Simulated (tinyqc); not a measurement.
Rapid thermal processing of a wafer: radiative balance, ramp and cooling, pattern effects, pyrometer error and spike budget: one step, computed by the program tinyqc.

The wafer is opaque and uniform through its thickness unless said otherwise; temperatures in formulas are in kelvin (C + 273.15). sigma = 5.670374419e-12 W/(cm^2 K^4).

Problem. Pattern effect. At steady state a sinusoidal change of absorbed power of relative amplitude a and period p gives the temperature amplitude a q/(dq/dT + k d (2 pi/p)^2); healing length l = sqrt(k d/(dq/dT)); process change = E_a dT/(k_B T^2). Emissivity is taken as unchanged.

Inputs (values chosen for the exercise, modelled on a hot silicon wafer):
```
quantity                                        value        unit
wafer thickness d                                 775  micrometre
thermal conductivity k                           0.29    W/(cm K)
wall temperature T_w                              700           K
process temperature                               861           C
relative change of absorptivity over a pattern    3.1           %
period of the pattern                              35          mm
activation energy of the process E_a              2.7          eV
```

dq/dT = 15.77321 mW/(cm^2 K)

holding power q = 4.053411 W/cm^2

Constants: k_B = 8.617333262e-05 eV/K.

Give: healing length l; amplitude without lateral conduction; amplitude; change of the process rate.

Solution.

healing length l = 11.937 mm

amplitude without lateral conduction = 7.9664 K

amplitude = 1.4246 K

change of the process rate = 3.4701 %

Lateral conduction cuts the amplitude to 18 %, since p/(2 pi l) = 0.47.
